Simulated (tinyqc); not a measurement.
Interstitial-substitutional diffusion of a fast metal impurity in a wafer (kick-out and dissociative mechanisms): one step, computed by the program tinyqc. Command: `OMP_NUM_THREADS=1 python tinyqc.py 3027425 3027426 out.jsonl kickout walk`. One thread of a shared host (Intel(R) Xeon(R) Processor @ 2.30GHz), about 0.3 s of CPU time with the checks.

The metal moves as an interstitial A_i and dissolves on lattice sites either by kicking out a self-interstitial (A_i = A_s + I) or by filling a vacancy (A_i + V = A_s). With A_i at its solubility, local equilibrium and c = C_s/C_s*, self-interstitials and vacancies obey C_I/C_I* = 1/c and C_V/C_V* = c.

Question. Closed forms. Pure kick-out: the centre rises as c_m = (2/d) sqrt(pi D_K t) while c_m is small. Pure dissociative or sink-rich cases give erfc profiles with depth 2 sqrt(D_F t) or 2 sqrt(D_A t). The short time that the interstitial metal needs to fill the wafer is neglected.

Inputs (values chosen for the exercise, loosely like those of a heavy transition metal in silicon): temperature T = 925 C; wafer thickness d = 300 um; time t = 3000 s.

D_K = 9.302072e-11 cm^2/s

D_F = 5.767545e-11 cm^2/s

D_A = 1.826972e-06 cm^2/s

Give: centre value c_m, closed form; depth 2 sqrt(D_F t); depth 2 sqrt(D_A t).

Answer.

centre value c_m, closed form = 0.062421

depth 2 sqrt(D_F t) = 8.3193 um

depth 2 sqrt(D_A t) = 1480.7 um

Caution: the depth 2 sqrt(D_A t) exceeds half the wafer, so in a sink-rich wafer the profiles from the two faces overlap and a single erfc no longer holds.
